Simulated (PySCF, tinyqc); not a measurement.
Worked calculation: RKS/PBE in the sto-6g basis, for H4, spin multiplicity 1. The lowest restricted solution is unstable here: a spin-polarised one lies 0.0400 hartree lower (PySCF). One step of it, computed by the program tinyqc.

Task: Iteration 2: building the Kohn-Sham matrix. J_ij = sum D_kl (ij|kl); F = H + J + V_xc; E = tr D H + tr D J / 2 + E_xc + E_nn.

D after iteration 1, order 1H 1s, 2H 1s, 3H 1s, 4H 1s:
$$\begin{pmatrix}
0.728477 & 0.442674 & 0.497620 & -0.676562 \\
0.442674 & 0.757471 & -0.397139 & -0.914918 \\
0.497620 & -0.397139 & 1.444655 & 0.228639 \\
-0.676562 & -0.914918 & 0.228639 & 1.174772
\end{pmatrix}$$

core Hamiltonian H = T + V (hartree), order 1H 1s, 2H 1s, 3H 1s, 4H 1s:
$$\begin{pmatrix}
-1.379352 & -0.387686 & -0.463675 & -0.164059 \\
-0.387686 & -1.379352 & -0.164059 & -0.463675 \\
-0.463675 & -0.164059 & -1.379352 & -0.387686 \\
-0.164059 & -0.463675 & -0.387686 & -1.379352
\end{pmatrix}$$

Two-electron integrals (ij|kl) in chemists' order, unique and non-zero (hartree):
```
(11|11) 0.774999   (21|11) 0.108183   (21|21) 0.024286   (22|11) 0.319238
(22|21) 0.108183   (22|22) 0.774999   (31|11) 0.134493   (31|21) 0.021719
(31|22) 0.072469   (31|31) 0.035925   (32|11) 0.032705   (32|21) 0.007726
(32|22) 0.036129   (32|31) 0.009182   (32|32) 0.003303   (33|11) 0.343133
(33|21) 0.063064   (33|22) 0.237033   (33|31) 0.134493   (33|32) 0.036129
(33|33) 0.774999   (41|11) 0.036129   (41|21) 0.007726   (41|22) 0.032705
(41|31) 0.009182   (41|32) 0.003228   (41|33) 0.032705   (41|41) 0.003303
(42|11) 0.072469   (42|21) 0.021719   (42|22) 0.134493   (42|31) 0.019282
(42|32) 0.009182   (42|33) 0.072469   (42|41) 0.009182   (42|42) 0.035925
(43|11) 0.063064   (43|21) 0.014146   (43|22) 0.063064   (43|31) 0.021719
(43|32) 0.007726   (43|33) 0.108183   (43|41) 0.007726   (43|42) 0.021719
(43|43) 0.024286   (44|11) 0.237033   (44|21) 0.063064   (44|22) 0.343133
(44|31) 0.072469   (44|32) 0.032705   (44|33) 0.319238   (44|41) 0.036129
(44|42) 0.134493   (44|43) 0.108183   (44|44) 0.774999
```

nuclear repulsion = 1.82081551 hartree

V_xc (hartree), order 1H 1s, 2H 1s, 3H 1s, 4H 1s:
$$\begin{pmatrix}
-0.415388 & -0.066938 & -0.094791 & -0.025865 \\
-0.066938 & -0.377220 & -0.026057 & -0.075639 \\
-0.094791 & -0.026057 & -0.486398 & -0.075420 \\
-0.025865 & -0.075639 & -0.075420 & -0.427591
\end{pmatrix}$$

E_xc = sum of w rho eps_xc = -1.39707634 hartree

Give: Coulomb J; Kohn-Sham matrix F; total energy of this density.

Result:

Coulomb J (hartree), order 1H 1s, 2H 1s, 3H 1s, 4H 1s:
$$\begin{pmatrix}
1.6315 & 0.3192 & 0.4422 & 0.1365 \\
0.3192 & 1.4428 & 0.1375 & 0.3803 \\
0.4422 & 0.1375 & 1.9577 & 0.3660 \\
0.1365 & 0.3803 & 0.3660 & 1.6607
\end{pmatrix}$$

Kohn-Sham matrix F (hartree), order 1H 1s, 2H 1s, 3H 1s, 4H 1s:
$$\begin{pmatrix}
-0.1632 & -0.1354 & -0.1163 & -0.0535 \\
-0.1354 & -0.3138 & -0.0526 & -0.1591 \\
-0.1163 & -0.0526 & 0.0920 & -0.0971 \\
-0.0535 & -0.1591 & -0.0971 & -0.1463
\end{pmatrix}$$

total energy of this density = -1.539747 hartree

This density is a damped mixture and is not idempotent.
